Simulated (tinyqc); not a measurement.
From one set of inputs to another, one input at a time: microkinetic model of low-temperature epitaxy from hydride gases: adsorption, hydrogen desorption and rate control. Computed by tinyqc, a small Python program. Command: `OMP_NUM_THREADS=1 python tinyqc.py 3031905 3031906 out.jsonl hepi ladder`. One thread of a shared host (Intel(R) Xeon(R) Processor @ 2.30GHz), about 0.03 s of CPU time with the checks.

Each hydride molecule needs two free sites and leaves four hydrogen atoms, of which two leave at once as H2; theta is the hydrogen coverage, the site density is 6.78 per nm^2 and one layer is 1.358 angstrom thick.

The inputs printed are set A. Inputs not listed in the table keep their values of set A, so the rows need not describe a real material.

Inputs (values chosen for the exercise, close to those used for silane and germane, with second-order desorption as on Si(111) but the site density of Si(001)): silane pressure p_S = 1 Pa; sticking prefactor of silane s0 = 0.18; adsorption barrier E_s = 0.13 eV; desorption prefactor nu_d = 4.8e+11 1/s; desorption energy on silicon E_d = 1.96 eV; hydrogen carrier pressure p_H = 0 Pa; sticking of hydrogen s_H = 6.5e-07; temperature T = 540 C; germane pressure p_G = 0.094 Pa; sticking ratio of germane to silane r_G = 3.2; lowering of E_d per unit germanium fraction, dE = 0.48 eV.

Film: silicon-germanium. Order of hydrogen desorption: second.

Constants: k_B = 8.617333262e-05 eV/K; u = 1.6605390666e-27 kg; k_B = 1.380649e-23 J/K.

Method:
- Flux per site F = p/(sqrt(2 pi M k_B T) x 6.78e18 per m^2), M = 32.12 u (silane), 76.63 u (germane), 2.016 u (hydrogen); s = s0 exp(-E_s/(k_B T)); k_S = s F_S, k_G = r_G s F_G; germanium fraction x = k_G/(k_S + k_G); k = k_S + k_G; k_H = s_H F_H; k_d = nu_d exp(-(E_d - dE x)/(k_B T)).
- Temperatures in kelvin are T(C) + 273.15.
- With k the hydride and k_H the hydrogen adsorption rate on free pairs and k_d the desorption rate, steady state: 2 (k + k_H)(1 - theta)^2 = k_d theta^2; growth rate R = k (1 - theta)^2 layers/s; 1 layer/s = 8.148 nm/min.
- With c = 2 (k + k_H)/k_d the free share is 1 - theta = 1/(1 + sqrt(c)).

Each row keeps all changes above it:
```
input moved                                                                         from             to  growth rate G (nm/min)  hydrogen coverage theta  germanium fraction x
set A                                                                                  -              -                    3.64                  0.92566               0.16300
sticking ratio of germane to silane r_G                                              3.2            3.9                    4.38                  0.91988               0.19182
silane pressure p_S (Pa)                                                               1          0.038                   63.59                  0.35297               0.86199
lowering of E_d per unit germanium fraction, dE (eV)                                0.48           0.46                   58.09                  0.38155               0.86199
temperature T (C)                                                                    540            620                  111.10                  0.19425               0.86199
desorption prefactor nu_d (1/s) and desorption energy on silicon E_d (eV)  4.8e+11, 1.96  1.1e+12, 2.18                   61.73                  0.39938               0.86199
```

Growth rate G goes from 3.64 to 61.7, a factor 17.0 in all. The largest single move comes from silane pressure p_S (a factor 14.5), and desorption prefactor nu_d with desorption energy on silicon E_d works against it (a factor 0.556). Hydrogen coverage theta goes from 0.926 to 0.399, a factor 0.431 in all. The largest single move comes from silane pressure p_S (a factor 0.384), and desorption prefactor nu_d with desorption energy on silicon E_d works against it (a factor 2.06). Germanium fraction x goes from 0.163 to 0.862, a factor 5.29 in all. The largest single move comes from silane pressure p_S (a factor 4.49). The single moves hold for this order of the switches; the total does not depend on the order.

Extremes, crossings and ranges named in words are read from the listed rows.
